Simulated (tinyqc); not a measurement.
Physical sputtering: collision-cascade yield, angular dependence, faceting and resputtering in deposition: one step, computed by the program tinyqc.

Ions start collision cascades; atoms that reach the surface with more than U leave. The target is amorphous or fine-grained.

Task: Oblique incidence. Angular law: Y/Y0 = t^f exp(-f cos(a_opt)(t - 1)), t = 1/cos(angle), largest at a_opt. A plane tilted by the angle recedes along the beam at a speed proportional to Y(angle), and along its own normal as Y cos(angle).

Inputs (values chosen for the exercise, modelled on gallium ions on silicon): angular exponent f = 2.4; angle of the largest yield = 77 degrees; angle of incidence = 30 degrees.

yield Y0 = 0.6189102 atoms per ion

Give: Y/Y0 at the angle; yield at the angle; normal speed relative to a flat surface; largest Y/Y0.

Result:

Y/Y0 at the angle = 1.299

yield at the angle = 0.8040 atoms per ion

normal speed relative to a flat surface = 1.125

largest Y/Y0 = 5.587
